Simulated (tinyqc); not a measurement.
# Worked calculation: carrier lifetime of a p-type layer with SRH, radiative, Auger and surface recombination

Program tinyqc, `OMP_NUM_THREADS=1 python tinyqc.py 2300119 2300120 out.jsonl`; Intel Xeon 2.30GHz, shared host, one thread, about 0.01 s. Printed values are rounded.

Uniform excess density dn = dp (no trapping), n = n0 + dn, p = p0 + dn, Boltzmann statistics, full ionisation. Surfaces enter as a rate 2 S dn/d, which holds while diffusion to them is fast.

Parameters, values chosen for the exercise; band and dielectric values close to those of 4H silicon carbide: temperature T = 250 K; band gap Eg = 3.26 eV; conduction-band density of states at T Nc = 1.31e19 cm^-3; valence-band density of states at T Nv = 1.87e19 cm^-3; radiative coefficient B = 1.5e-12 cm^3/s; acceptor density N = 3.8e15 cm^-3; Auger coefficient (two electrons) Cn = 2.5e-31 cm^6/s; Auger coefficient (two holes) Cp = 2.9e-31 cm^6/s; trap density Nt = 5.9e11 cm^-3; capture cross-section for electrons sn = 2e-17 cm^2; capture cross-section for holes sp = 4e-15 cm^2; thermal velocity (both carriers) vth = 2.2e7 cm/s; trap level below the conduction band Et = 1.7 eV; surface recombination velocity (both faces) S = 0 cm/s; sample thickness d = 20 um; generation rate G = 1.4e17 cm^-3 s^-1.

Constants: q = 1.602176634e-19 C, kB = 1.380649e-23 J/K, Vt = kB T/q. Results are converted to the units shown.

## Equilibrium densities and SRH constants

ni = sqrt(Nc Nv) exp(-Eg/(2 Vt)), Eg in volts; majority density N/2 + sqrt(N^2/4 + ni^2), n0 p0 = ni^2; n1 = Nc exp(-Et/Vt), p1 = Nv exp((Et - Eg)/Vt); tn0 = 1/(sn vth Nt), tp0 = 1/(sp vth Nt).

ni = 2.163728e-14 cm^-3
n0 = 1.232031e-43 cm^-3
p0 = 3.8e15 cm^-3
n1 = 7.027157e-16 cm^-3
p1 = 6.662324e-13 cm^-3
tn0 = 0.003852080 s
tp0 = 1.926040e-5 s

## Starting value

dn = 9e13 cm^-3.

dn at the start = 9e13 cm^-3

## Iteration 1: new dn

With e = n p - ni^2 = dn (n0 + p0 + dn): U_SRH = e/(tp0 (n + n1) + tn0 (p + p1)), U_rad = B e, U_Aug = (Cn n + Cp p) e, U_s = 2 S dn/d. Newton step on ln U(ln dn) = ln G, U the sum: k = d ln U/d ln dn (central difference over factors 1.0001), dn(new) = dn (G/U)^(1/k).

U_SRH = 2.336130e16 cm^-3 s^-1
U_rad = 5.251500e17 cm^-3 s^-1
U_Aug = 4.028251e14 cm^-3 s^-1
U_s = 0 cm^-3 s^-1
k = 1.022178
dn after iteration 1 = 2.364506e13 cm^-3

## Iteration 2: new dn

As before.

U_SRH = 6.138067e15 cm^-3 s^-1
U_rad = 1.356155e17 cm^-3 s^-1
U_Aug = 1.007866e14 cm^-3 s^-1
U_s = 0 cm^-3 s^-1
k = 1.005923
dn after iteration 2 = 2.333778e13 cm^-3

## Iteration 3: new dn

As before.

U_SRH = 6.058302e15 cm^-3 s^-1
U_rad = 1.338423e17 cm^-3 s^-1
U_Aug = 9.945398e13 cm^-3 s^-1
U_s = 0 cm^-3 s^-1
k = 1.005847
dn after iteration 3 = 2.333777e13 cm^-3

## Course of the iteration

Stop when the step is below 1e-10 of the value, or after 40 iterations.

Course of the iteration:
```
iteration	dn before the step (cm^-3)	step (cm^-3)
1	9e13	-6.64e13
2	2.364506e13	-3.07e11
3	2.333778e13	-1.16e7
4	2.333777e13	< 1e1
```

Converged in 4 iterations.

## Lifetime, shares and quasi-Fermi splitting

converged dn = 2.333777e13 cm^-3

With e = n p - ni^2 = dn (n0 + p0 + dn): U_SRH = e/(tp0 (n + n1) + tn0 (p + p1)), U_rad = B e, U_Aug = (Cn n + Cp p) e, U_s = 2 S dn/d. tau = dn/U, shares of U, splitting Vt ln(n p/ni^2), radiative efficiency U_rad/U.

tau = 1.666983e-4 s
shares (%): SRH 4.32736, radiative 95.60160, Auger 0.07104, surface 0.00000
quasi-Fermi splitting = 2.791794 V

Radiative recombination takes the largest share. dn is 0.0061 times the doping: low injection.
